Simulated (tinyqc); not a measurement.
Delta-doped layer in the Thomas-Fermi potential: one step. Estimate from a V-shaped well. Four cases, with inputs chosen for the exercise.

Task: Near z = 0 the well is -depth + e F0 |z|, whose levels are a (c (e F0)^2/m_z)^(1/3) with a = 1.018793 (even) and 2.338107 (odd); c = hbar^2/2m0, m_z = ml, for the unprimed levels.

Constants: hbar^2/2m0 = 3.80998211 eV angstrom^2.

Give: levels 0 and 1.

Case 1.

Values chosen (out of a larger set: near those of a delta-doped layer in Si; not measured data): ml = 0.894 m0 (longitudinal mass); mt = 0.193 m0 (transverse mass).

e F0 = 0.09359549 eV/angstrom
depth = 0.456981 eV

Subbands:
```
label  valleys g  m_d (m0)     E (eV)  rms z (angstrom)
0              2  0.193000  -0.212737             4.633
0'             4  0.415382  -0.127112            10.545
1              2  0.193000  -0.035179            15.473
2              2  0.193000  -0.005262            37.770
```

Result:

levels 0 and 1 (eV): -0.1165  0.3245

Level 0 comes out 96 meV too high, since screening flattens the true well away from the plane, and level 1 lands above the rim at 0.

Case 2.

Values chosen (out of a larger set: near those of a delta-doped layer in Si; not measured data): ml = 0.93 m0 (longitudinal mass); mt = 0.193 m0 (transverse mass).

e F0 = 0.06727676 eV/angstrom
depth = 0.349340 eV

Subbands:
```
label  valleys g  m_d (m0)     E (eV)  rms z (angstrom)
0              2  0.193000  -0.158156             5.187
0'             4  0.423663  -0.091218            12.252
1              2  0.193000  -0.023065            18.088
2              2  0.193000  -0.002741            46.879
```

Result:

levels 0 and 1 (eV): -0.0797  0.2695

Level 0 comes out 78 meV too high, since screening flattens the true well away from the plane, and level 1 lands above the rim at 0.

Case 3.

Values chosen (out of a larger set: near those of a delta-doped layer in Si; not measured data): ml = 0.897 m0 (longitudinal mass); mt = 0.192 m0 (transverse mass).

e F0 = 0.1456811 eV/angstrom
depth = 0.656444 eV

Subbands:
```
label  valleys g  m_d (m0)     E (eV)  rms z (angstrom)
0              2  0.192000  -0.321650             3.877
0'             4  0.414999  -0.198003             8.663
1              2  0.192000  -0.065651            12.068
2              2  0.192000  -0.013696            26.506
```

Result:

levels 0 and 1 (eV): -0.1996  0.3919

Level 0 comes out 122 meV too high, since screening flattens the true well away from the plane, and level 1 lands above the rim at 0.

Case 4.

Values chosen (out of a larger set: near those of a delta-doped layer in Si; not measured data): ml = 0.942 m0 (longitudinal mass); mt = 0.191 m0 (transverse mass).

e F0 = 0.01559925 eV/angstrom
depth = 0.108304 eV

Subbands:
```
label  valleys g  m_d (m0)     E (eV)  rms z (angstrom)
0              2  0.191000  -0.041351             9.295
0'             4  0.424172  -0.021116            24.165
1              2  0.191000  -0.002167            46.779
```

Result:

levels 0 and 1 (eV): -0.0070  0.1243

Level 0 comes out 34 meV too high, since screening flattens the true well away from the plane, and level 1 lands above the rim at 0.

Computed by tinyqc, one run a case: `OMP_NUM_THREADS=1 python tinyqc.py N N+1 out.jsonl` with N = 1250093, 1250158, 1250273, 1250336; one thread of a shared Intel(R) Xeon(R) Processor @ 2.30GHz, about 0.2 s a run at most.
